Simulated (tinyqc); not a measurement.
Well width from the intersubband spacing.

Inverse problem. In an empty well of width L and depth Vb, level k solves kw L/2 = (k - 1) pi/2 + arctan(sqrt((mw/mb)(Vb - E)/E)) with kw = sqrt(mw E/C), C = hbar^2/(2 m0). Find L, E1 and E2 from the spacing.

Values chosen for this exercise; material values close to those of strained Si in SiGe (two lower valleys):
- mw = 0.914 m0 (mass along z in the well)
- mb = 0.934 m0 (mass along z in the barriers)
- Vb = 0.204 eV (barrier height)

Constants: q = 1.602176634e-19 C, hbar = 1.054571817e-34 J s, m0 = 9.1093837015e-31 kg, hbar^2/(2 m0) = 0.0380998212 eV nm^2. Results are converted to the units shown.

E2 - E1 = 26.568426 meV

Solution. Both levels are solved for trial widths until their difference matches. A second level is bound only for L above 1.42 nm, and over that range one width gives this spacing.

L = 5.87 nm
E1 = 8.93 meV
E2 = 35.5 meV

Program tinyqc, `OMP_NUM_THREADS=1 python tinyqc.py 2140134 2140135 out.jsonl`; Intel Xeon 2.30GHz, shared host, one thread, about 0.3 s.
